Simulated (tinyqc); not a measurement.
Smearing for a one-band metal on the fcc lattice, step by step. Values are carried at full precision from step to step, so a last printed digit may differ when a step is redone from the rounded ones.

Lattice vectors (units of a): a1 = (0, 1/2, 1/2), a2 = (1/2, 0, 1/2), a3 = (1/2, 1/2, 0). E(k) = -t A_1(k) - t2 A_2(k), A_m the sum of cos(k . R) over the 12 nearest and 6 second lattice vectors. Mesh k = sum (j_i/N) b_i, j_i = 0 .. N-1.

Inputs chosen for the exercise:
- t = 1.47 eV (nearest hopping)
- t2 = 0.43 eV (second hopping)
- N = 4 (unshifted mesh)
- ne = 0.57 (electrons per cell)
- sigma = 0.735 eV (width)

## Levels on the mesh

Evaluate the band and collect equal energies with their counts.

Distinct levels:

| E_k (eV) | points |
|---|---|
| -20.2200 | 1 |
| -8.8200 | 8 |
| -6.7400 | 6 |
| 0.8600 | 12 |
| 2.5800 | 4 |
| 2.9400 | 24 |
| 3.3000 | 3 |
| 5.0200 | 6 |

8 distinct levels; the mean spacing is 3.606 eV.

## Fermi level with Gaussian smearing

With x = (E_k - mu)/sigma: Gaussian f = erfc(x)/2, s = exp(-x^2)/(2 sqrt(pi)). With weights w = points/N^d (d the dimension), mu solves 2 sum w f = ne; E = 2 sum w f E_k, S = 2 sum w s, F = E - sigma S.

Weights w = points/total. Bisection from the lowest and highest level; ten steps are shown.

Bisection:

| step | low (eV) | high (eV) | mu (eV) | electrons |
|---|---|---|---|---|
| 1 | -20.2200 | 5.0200 | -7.6000 | 0.2881 |
| 2 | -7.6000 | 5.0200 | -1.2900 | 0.4688 |
| 3 | -1.2900 | 5.0200 | 1.8650 | 0.8591 |
| 4 | -1.2900 | 1.8650 | 0.2875 | 0.5195 |
| 5 | 0.2875 | 1.8650 | 1.0762 | 0.7171 |
| 6 | 0.2875 | 1.0762 | 0.6819 | 0.6060 |
| 7 | 0.2875 | 0.6819 | 0.4847 | 0.5569 |
| 8 | 0.4847 | 0.6819 | 0.5833 | 0.5802 |
| 9 | 0.4847 | 0.5833 | 0.5340 | 0.5682 |
| 10 | 0.5340 | 0.5833 | 0.5586 | 0.5741 |

## Occupations and energies

Converge mu, then list x, f and s of each level and form the sums.

mu = 0.5415 eV

x, f and s of each level:

| E_k (eV) | x | f | s |
|---|---|---|---|
| -20.2200 | -28.25 | 1.0000 | 0.0000 |
| -8.8200 | -12.74 | 1.0000 | 0.0000 |
| -6.7400 | -9.91 | 1.0000 | 0.0000 |
| 0.8600 | 0.43 | 0.2700 | 0.2338 |
| 2.5800 | 2.77 | 0.0000 | 0.0001 |
| 2.9400 | 3.26 | 0.0000 | 0.0000 |
| 3.3000 | 3.75 | 0.0000 | 0.0000 |
| 5.0200 | 6.09 | 0.0000 | 0.0000 |

E = -4.0135 eV
S = 0.0877
F = -4.0780 eV
(E + F)/2 = -4.0458 eV

Levels with f between 0.001 and 0.999: 1. (E + F)/2 removes the term in sigma^2 for this scheme. That argument needs a smooth density of states, and the number of distinct levels within 2 sigma of mu is only 1, so it may fail on this mesh.

## Checks

- The slope dF/d sigma by finite differences against -S: both -0.087694.
- The slope dF/d ne by finite differences against mu (eV): both 0.54148.

Program tinyqc; command `OMP_NUM_THREADS=1 python tinyqc.py 1650981 1650982 out.jsonl`; about 0.3 s on one thread of a shared Intel(R) Xeon(R) Processor @ 2.30GHz.
